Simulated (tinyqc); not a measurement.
Frequency dispersion of an accumulation capacitance by border traps, distributed model: one step of the calculation.

Traps spread evenly through the insulator exchange electrons with the semiconductor by tunnelling, with tau(x) = t0 exp(2 ka x) at depth x from the interface. The admittance per area Y seen at depth x obeys dY/dx = -Y^2/(i w eps0 eox) + q Nb ln(1 + i w tau)/tau, with Y(0) = i w Cs and w = 2 pi f; the gate sees Y(tox) = G + i w C. Working variable y = Y/(i w), in uF/cm^2. Cox = eps0 eox/tox.

Task. Capacitance and conductance at the gate. Beyond xe the traps are ignored, so 1/y(tox) = 1/y(xe) + (tox - xe)/(eps0 eox); C = Re y, G/w = -Im y, loss tangent G/(w C).

Values chosen for this exercise; permittivity close to that of aluminium oxide: relative permittivity of the insulator eox = 8.84; insulator thickness tox = 3.9 nm; depth down to which the steps are taken xe = 3 nm.

Constants: eps0 = 8.8541878128e-14 F/cm where lengths are in cm. Results are converted to the units shown.

y at xe = 1.3871734-0.0128423i uF/cm^2

Find: y at the gate; C; G/w; loss tangent.

Result.

y at the gate = 1.1964-0.0096i uF/cm^2
C = 1.1964 uF/cm^2
G/w = 0.0095521 uF/cm^2
loss tangent = 0.0079843

tinyqc, about 0.3 s, one thread, Intel Xeon 2.30GHz (shared host): `OMP_NUM_THREADS=1 python tinyqc.py 2202017 2202018 out.jsonl`
